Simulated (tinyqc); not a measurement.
Hubbard chain of 2 sites, step by step. Computed by tinyqc, a small Python program that keeps every step. Settings: hopping = 1.13, U = 4.9, mixing = 0.5, iteration cap = 86. Command: `OMP_NUM_THREADS=1 python tinyqc.py 31764 31765 out.jsonl` (the two numbers bound the seeds that draw the settings). One thread of a shared host (Intel(R) Xeon(R) Processor @ 2.60GHz), about 0.1 s of CPU time with the checks. Later iterations appear only in the table of the cycle.

## Mean-field iteration 1

one-body matrix (hopping and site energies) (eV):
```
         1        2
1  -0.6500  -1.1300
2  -1.1300   0.3200
```

U = 4.9000 eV

electrons, up and down: 1  1

mixing = 0.5000

n(up) at the start (a guess, not normalised): 1 0.5000, 2 0.5000

n(down) at the start (a guess): 1 0.5000, 2 0.5000

H(up) = T + U n(down), H(down) = T + U n(up); fill the lowest levels; n(new) = n + mixing (n(out) - n); E = tr T (rho up + rho down) + U sum n_up n_down of the output.

levels, up (eV): 1.0553  3.5147

levels, down (eV): 1.0553  3.5147

energy = 0.0418 eV

n(up) after iteration 1: 1 0.5986, 2 0.4014

n(down) after iteration 1: 1 0.5986, 2 0.4014

## Mean-field iteration 2

As before.

levels, up (eV): 1.1550  3.4150

levels, down (eV): 1.1550  3.4150

energy = -0.1416 eV

n(up) after iteration 2: 1 0.5497, 2 0.4503

n(down) after iteration 2: 1 0.5497, 2 0.4503

## Mean-field iteration 3

As before.

levels, up (eV): 1.1295  3.4405

levels, down (eV): 1.1295  3.4405

energy = -0.1858 eV

n(up) after iteration 3: 1 0.5771, 2 0.4229

n(down) after iteration 3: 1 0.5771, 2 0.4229

## Convergence

Each step fills the lowest levels of T + U n(other spin) and sets n(new) = n + mixing (n(out) - n); stop when output and input agree to 1e-8.

Course of the cycle:
```
iteration     E (eV)  largest |n(out) - n(in)|  mean |n_up - n_down|
1           0.041750                  1.97e-01                0.0000
2          -0.141577                  9.78e-02                0.0000
3          -0.185838                  5.48e-02                0.0000
4          -0.199673                  2.98e-02                0.0000
5          -0.203773                  1.66e-02                0.0000
6          -0.205048                  9.19e-03                0.0000
7          -0.205437                  5.11e-03                0.0000
8          -0.205557                  2.83e-03                0.0000
9          -0.205593                  1.57e-03                0.0000
10         -0.205605                  8.70e-04                0.0000
11         -0.205608                  4.82e-04                0.0000
...              ...                       ...                   ...
20         -0.205610                  2.39e-06                0.0000
21         -0.205610                  1.33e-06                0.0000
22         -0.205610                  7.36e-07                0.0000
23         -0.205610                  4.08e-07                0.0000
24         -0.205610                  2.26e-07                0.0000
25         -0.205610                  1.25e-07                0.0000
26         -0.205610                  6.96e-08                0.0000
27         -0.205610                  3.86e-08                0.0000
28         -0.205610                  2.14e-08                0.0000
29         -0.205610                  1.19e-08                0.0000
30         -0.205610                  6.58e-09                0.0000
```

local moments n_up - n_down: 1 0.0000, 2 0.0000

Converged in 30 iterations. But random starts reach -0.86848 eV, so this is another stationary point, not the lowest one. Reruns (cap 100 unless said): mixing 0.2: converged in 19 to a higher stationary point (E = -0.20561); mixing 0.9: not converged. Before convergence this energy mixes input and output and is not variational, so it may rise towards its limit.

## The many-body Hamiltonian

Basis: all placements (u, d, 2, 0 on each site), up operators ordered before down ones; hops carry the sign of the same-spin electrons passed.

H (eV):
```
         20       ud       du       02
20   3.6000  -1.1300  -1.1300   0.0000
ud  -1.1300  -0.3300   0.0000  -1.1300
du  -1.1300   0.0000  -0.3300  -1.1300
02   0.0000  -1.1300  -1.1300   5.5400
```

## Exact diagonalisation (4 states)

Lowest levels of the sector, and the double occupancy of the lowest state.

lowest levels (eV): -1.2351  -0.3300  4.0231  6.0221

double occupancy per site = 0.0708

The mean-field solution above lies 1.0295 eV above the exact energy.
